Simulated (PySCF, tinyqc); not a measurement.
Ways to converge the cycle: SCF convergence aids in the sto-3g basis, for H4, spin multiplicity 1. Computed by the program tinyqc with PySCF. Command: `OMP_NUM_THREADS=1 python tinyqc.py 115805 115806 out.jsonl`; one thread of a shared host (Intel(R) Xeon(R) Processor @ 2.60GHz), about 0.4 s.

Geometry (angstrom):

| atom | x | y | z |
|---|---|---|---|
| H | 0.0000 | 0.0000 | 0.0000 |
| H | 0.0000 | 0.0000 | 1.5660 |
| H | 0.0000 | 0.0000 | 3.6980 |
| H | 0.0000 | 0.0000 | 5.2630 |

lowest restricted solution found by these runs and by PySCF = -1.784299 hartree

RHF with one setting changed at a time; a run stops when the energy changes by less than 1e-09 hartree and the error matrix is below 1e-5. The start is random orbitals. Damping d keeps d of the old density; a shift (hartree) raises the virtual levels; DIIS n extrapolates F over n matrices.

Largest element of the error matrix X^T (FDS - SDF) X:

| iteration | plain | damping 0.3 | damping 0.6 | shift 0.4 | DIIS 3 | DIIS 8 |
|---|---|---|---|---|---|---|
| 1 | 3.7e-01 | 3.7e-01 | 3.7e-01 | 3.7e-01 | 3.7e-01 | 3.7e-01 |
| 2 | 2.0e-01 | 1.9e-01 | 1.0e-01 | 4.8e-01 | 2.0e-01 | 2.0e-01 |
| 3 | 1.9e-01 | 5.5e-02 | 1.2e-01 | 3.2e-01 | 1.8e-01 | 1.8e-01 |
| 4 | 2.9e-01 | 1.3e-01 | 1.1e-01 | 2.3e-01 | 7.7e-02 | 7.7e-02 |
| 5 | 3.3e-01 | 2.4e-01 | 8.5e-02 | 1.5e-01 | 6.4e-02 | 6.7e-02 |
| 6 | 3.4e-01 | 2.8e-01 | 6.4e-02 | 9.5e-02 | 1.4e-02 | 2.4e-02 |
| 8 | 3.5e-01 | 3.2e-01 | 3.5e-02 | 3.5e-02 | 6.4e-04 | 1.0e-03 |
| 10 | 3.5e-01 | 2.5e-01 | 1.8e-02 | 1.3e-02 | 1.5e-05 | 6.3e-05 |
| 14 | 3.5e-01 | 3.7e-02 | 5.0e-03 | 1.7e-03 | - | - |
| 20 | 3.5e-01 | 8.3e-04 | 7.3e-04 | 8.6e-05 | - | - |
| 30 | 3.5e-01 | - | 3.0e-05 | - | - | - |
| 45 | 3.5e-01 | - | - | - | - | - |
| 60 | 3.5e-01 | - | - | - | - | - |

How each run ends:

| run | iterations | E (hartree) | state |
|---|---|---|---|
| plain | >60 | -0.25936 | has stopped falling |
| damping 0.3 | 29 | -1.78430 | lowest found |
| damping 0.6 | 43 | -1.78430 | lowest found |
| shift 0.4 | 25 | -1.78430 | lowest found |
| DIIS 3 | 11 | -1.78430 | lowest found |
| DIIS 8 | 12 | -1.78430 | lowest found |

5 of 6 runs reach the lowest restricted solution found, in 11 to 43 iterations (fastest: DIIS 3). Not converged: plain. Plain steps overshoot here, and damping or a shift shortens them enough to converge. DIIS 3 and DIIS 8 gain by cancelling the error over several earlier matrices, much as a quasi-Newton step does. The restricted reference is unstable here: a spin-polarised solution lies 0.1228 hartree lower (PySCF), so results built on it describe a poor reference.
